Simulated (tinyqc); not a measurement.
Quantum-confined Stark effect in a modulator well, step by step. Values are carried at full precision from step to step, so a last printed digit may differ when a step is redone from the rounded ones.

Constants: hbar^2/2m0 = 3.80998211 eV angstrom^2; e^2/(4 pi eps0) = 14.39964547 eV angstrom; hc = 1239.841984 eV nm.

Parameters, chosen for this exercise (near those of a Ge well in SiGe, direct gap; not measured data):

| symbol | value | unit | meaning |
|---|---|---|---|
| L | 94 | angstrom | well width |
| me | 0.0422 | m0 | electron, well |
| mh | 0.217 | m0 | heavy hole along z, well |
| F | 42 | kV/cm | field |
| Vc | 0.361 | eV | conduction offset |
| Vv | 0.116 | eV | heavy-hole offset |
| meb | 0.0568 | m0 | electron, barrier |
| mhb | 0.22 | m0 | heavy hole, barrier |
| Eg | 0.83 | eV | gap of the well |
| mp | 0.068 | m0 | heavy hole in the plane |
| eps | 15.7 |  | dielectric constant |
| dE | 7 | meV | operating point below the zero-field line |
| G | 4 | meV | half width of the exciton line |

## Estimate for hard walls

Second order: each level moves by -C m (e F)^2 L^4/(2c), C = (15/pi^2 - 1)/(24 pi^2), c = hbar^2/2m0, 1 kV/cm = 1e-5 eV/angstrom. It holds while e F L is no more than about twice 3 c pi^2/(m L^2).

Estimate:

| carrier | shift (meV) | e F L over the level spacing |
|---|---|---|
| electron | -0.17 | 0.13 |
| heavy hole | -0.86 | 0.67 |

The hole, 5.1 times heavier, carries 84 % of the estimated shift; for hard walls second order errs by about 2 % at a ratio of 1 and 13 % at 3.

## Levels and envelopes

Envelopes on cells of 0.5 angstrom over the well |z| < L/2 and 45 angstrom of barrier on each side, psi = 0 beyond, psi'/m continuous (mean mass between points), c = hbar^2/2m0. The electron sees + e F z and the hole - e F z, each with its offset in the barriers; 1 kV/cm = 1e-5 eV/angstrom. Light holes, band mixing and escape by tunnelling are left out.

Ground levels, squared overlap and separation <z>_h - <z>_e without and with the field.

Results:

| F (kV/cm) | E_e (meV) | E_h (meV) | overlap^2 | separation (angstrom) |
|---|---|---|---|---|
| 0 | 52.01 | 12.20 | 0.995 | 0.0 |
| 42 | 51.34 | 9.85 | 0.902 | 14.1 |

The electron level moves by -0.67 meV (4.0 times the hard-wall estimate, since it leaks into the barriers and sees a wider well) and the hole level by -2.35 meV (2.73 times).

## Exciton

Exciton: in-plane function exp(-rho/lam), 1/mu = 1/me + 1/mp, E(lam) = c/(mu lam^2) - (q/eps) times the integral over k of Fm(k)(1 + (k lam/2)^2)^(-3/2), Fm(k) the double integral of psi_e^2 psi_h^2 exp(-k |z - z'|), q = e^2/(4 pi eps0); binding Eb = -E at the minimum. Line at Eg + E_e + E_h - Eb, strength proportional to overlap^2/lam^2.

Minimise over lam without and with the field.

Results:

| F (kV/cm) | lam (angstrom) | Eb (meV) | line (eV) | nm | overlap^2/lam^2 (1e-4/angstrom^2) |
|---|---|---|---|---|---|
| 0 | 222.6 | 3.95 | 0.8903 | 1392.7 | 0.2009 |
| 42 | 226.2 | 3.88 | 0.8873 | 1397.3 | 0.1764 |

The weaker binding gives back 0.08 meV of the red shift, leaving 3.0 meV; the strength falls to 88 %.

## Contrast at the operating point

With a Gaussian line of half width G, the absorption at E_op = line(0) - dE is proportional to strength x exp(-ln2 ((E_op - line)/G)^2); continuum absorption is left out. Give it at both fields, relative to the zero-field peak.

E_op = 0.8833 eV
wavelength = 1403.7 nm

absorption without and with the field: 0.12  0.43

The field changes the absorption by +0.31 of the zero-field peak. The zero-field tail still absorbs here, since dE is no more than 2G, which costs insertion loss.

## Checks

- Zero-field levels against the matching condition of the square well, meV: largest difference 1.1e-01.
- Slope d(E_e + E_h)/dF against minus the separation (Hellmann-Feynman), angstrom: both -14.1.

(tinyqc, `OMP_NUM_THREADS=1 python tinyqc.py 1252399 1252400 out.jsonl`, Intel(R) Xeon(R) Processor @ 2.30GHz, 1 thread, shared host, about 0.1 s.)
